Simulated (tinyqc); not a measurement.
p-type polysilicon, carrier trapping at grain boundaries: one step of the calculation.

One-dimensional grains of size Lg, uniform ionised doping N, monovalent traps Qt at each boundary at a depth Et below (for electrons) or above (for holes) the band edge there, abrupt depletion of width W on each side of a boundary, Boltzmann statistics. xi is the distance from the band edge at the grain centre to the Fermi level. Trapped charge Qt/(1 + exp((xi + VB - Et)/Vt)) = 2 N W, barrier VB = q N W^2/(2 eps0 eps_r).

Question. Depletion width, Fermi level and barrier. If the trap equation with xi = Vt ln(NB/N) has a root W < Lg/2, the grain is partly depleted; otherwise W = Lg/2 and the trap equation gives xi = Et - VB + Vt ln(Qt/(N Lg) - 1). N* = Qt/Lg.

Values chosen for this exercise; values of the order met in polycrystalline silicon:
```
symbol,value,unit,meaning
T,350,K,temperature
eps_r,11.7,,relative permittivity
NB,3.34e19,cm^-3,valence-band density of states at T
Lg,20,nm,grain size
Qt,3.9e12,cm^-2,trap density of a grain boundary
Et,0.41,eV,depth of the trap level from the majority band edge at the boundary
N,1.6e19,cm^-3,doping
```

Constants: q = 1.602176634e-19 C, kB = 1.380649e-23 J/K, Vt = kB T/q, eps0 = 8.8541878128e-14 F/cm where lengths are in cm. Results are converted to the units shown.

Wanted: N*; W; xi; VB; share of traps filled.

Answer.

N* = 1.9500e18 cm^-3
W = 1.2187 nm
xi = 0.022197 V
VB = 0.018378 V
share of traps filled = 1.0000

N is 8.21 N*, and the grain is partly depleted; VB = 0.609 Vt.

Program tinyqc, `OMP_NUM_THREADS=1 python tinyqc.py 2830301 2830302 out.jsonl`; Intel Xeon 2.30GHz, shared host, one thread, about 0.01 s.
